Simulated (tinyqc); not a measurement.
Geometry alone against geometry with stress: oxidation of curved silicon (wires and holes): cylindrical Deal-Grove kinetics with stress-retarded reaction. Computed by tinyqc, a small Python program. Command: `OMP_NUM_THREADS=1 python tinyqc.py 3030488 3030489 out.jsonl wireox walk`. One thread of a shared host (Intel(R) Xeon(R) Processor @ 2.30GHz), about 0.01 s of CPU time with the checks.

Silicon fills r > a and oxide b < r < a. One volume of silicon gives 2.25 volumes of oxide, and the length is fixed.

Inputs (values chosen for the exercise, close to those used for silicon in dry oxygen): prefactor B0 = 829 um^2/h; activation energy E_B = 1.22 eV; prefactor (B/A)0 = 5.22e+06 um/h; activation energy E_A = 2.01 eV; starting silicon radius a0 = 85 nm; starting oxide x_i = 1 nm; viscosity prefactor eta0 = 4.2e-09 Pa s; viscosity energy E_eta = 5.58 eV; critical shear stress s_c = 90 MPa; activation volume V_k = 9.3 angstrom^3; temperature T = 875 C; time t = 4.1 h.

Shape: hole (concave).

Constants: k_B = 8.617333262e-05 eV/K.

Method:
- B = B0 exp(-E_B/(k_B T)), B/A = (B/A)0 exp(-E_A/(k_B T)), eta = eta0 exp(E_eta/(k_B T)); 1 um = 1000 nm.
- Temperatures in kelvin are T(C) + 273.15.
- Geometry: b^2 = b0^2 - 1.25 (a^2 - a0^2), b0 = a0 - x_i.
- Rate of oxide made per interface area: q = 1/[1/k + 2 a |ln(b/a)|/B], and |da/dt| = q/2.25. Reaction k = (B/A) exp(-sigma V_k/(k_B T)). New oxide pushes the old with radial speed u = 1.25 |da/dt| at r = a; the shear stress at radius r is s_c asinh(z a^2/r^2), z = 2 eta u/(a s_c) (Eyring flow), and the compressive normal stress at the interface is sigma = |int_a^b 2 s/r dr| = s_c |F(z) - F(z a^2/b^2)|, F(y) = int_0^y asinh(w)/w dw. q and sigma are solved together. 1 MPa angstrom^3 = 6.241509e-6 eV.
- Integrate da/dt adaptively (tolerance 1e-8); a wire counts as consumed at a = 0.5 nm and a hole as closed at b = 0.5 nm. Planar reference: x^2 + A x = B t + x_i^2 + A x_i, A = B/(B/A).
- A dash marks a stress-free run that has consumed the wire or closed the hole.

B = 3659.25 nm^2/h

B/A = 7.84913 nm/h

low-stress viscosity eta = 1.30777e+16 Pa s

k_B T = 0.0989399 eV

Oxide thickness (nm):
```
t (h)  planar  curved, no stress  curved, with stress  a (nm)  sigma (MPa)
0.123   1.959              1.969                1.953   85.42         37.5
0.410   4.183              4.238                4.146   86.37         79.6
0.820   7.323              7.500                7.209   87.69        138.5
1.640  13.485             14.103               13.116   90.13        252.5
2.870  22.448             24.227               21.508   93.44        417.5
4.100  31.108             34.670               29.437   96.37        578.7
6.150  44.942             53.088               41.835  100.56        848.4
8.200  58.119             73.833               53.440  104.03       1132.0
```

What does the comparison show, and why?

At 8.2 h the thickness is 1.270 of the planar value from geometry alone and 0.919 with stress. In a hole the oxide is squeezed into a smaller circumference, which thickens it, while the oxidant must spread over a larger interface. Stress and geometry both count. Caution: elasticity of the oxide, stress-dependent diffusion and thin-oxide enhancement are left out.
